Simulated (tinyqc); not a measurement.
# Charge stability of a double quantum dot, constant-interaction model with a charge sensor: from two dots to one

Capacitance matrix C = [[C1, -Cm], [-Cm, C2]], C1 = G1 + X1 + Cm + L1, C2 = G2 + X2 + Cm + L2. Gate charges n1 = (G1 V1 + X1 V2)/q, n2 = (X2 V1 + G2 V2)/q. The state (N1, N2) has U = (1/2) d^T E d with d = (N1 - n1, N2 - n2) and E = q^2 C^(-1). Leads at 0 V; no tunnel coupling, spin or level spacing. The sensor reads s1 <N1> + s2 <N2>.

The states (0,0), (1,0), (0,1) meet where E n = (EC1/2, EC2/2), and (1,1), (1,0), (0,1) where E n = (EC1/2 + ECm, EC2/2 + ECm); the gate voltages follow from n.

Parameters, values chosen for the exercise: gate 1 to dot 1 G1 = 1.9 aF; gate 2 to dot 2 G2 = 1.4 aF; gate 2 to dot 1 X1 = 0.063 aF; gate 1 to dot 2 X2 = 0.42 aF; dot 1 to leads and ground L1 = 9.9 aF; dot 2 to leads and ground L2 = 3.7 aF.

Constants: q = 1.602176634e-19 C. Results are converted to the units shown.

From two dots to one:
```
Cm (aF)  EC1 (meV)  ECm (meV)   ECm/EC1  separation of the triple points in n1 + n2
0.092       13.403    0.21973  0.016393                                    0.023840
0.21        13.279    0.48667  0.036649                                    0.052802
0.49        13.012     1.0609  0.081531                                     0.11510
1.1         12.536     2.0831   0.16616                                     0.22601
2.7         11.715     3.8480   0.32847                                     0.41750
6.1         10.854     5.6980   0.52496                                     0.61822
14          10.126     7.2627   0.71721                                     0.78797
33          9.6563     8.2726   0.85670                                     0.89754
76          9.4195     8.7816   0.93229                                     0.95277
```

ECm/EC1 rises from 0.0164 to 0.932 (it equals Cm/C2), and the separation rises from 0.0238 to 0.953. Zero means a square lattice of independent dots; 1 means parallel lines one electron apart, as for a single large dot. EC1 falls from 13.4 to 9.42 meV.

tinyqc, about 0.01 s, one thread, Intel Xeon 2.30GHz (shared host): `OMP_NUM_THREADS=1 python tinyqc.py 2470014 2470015 out.jsonl`
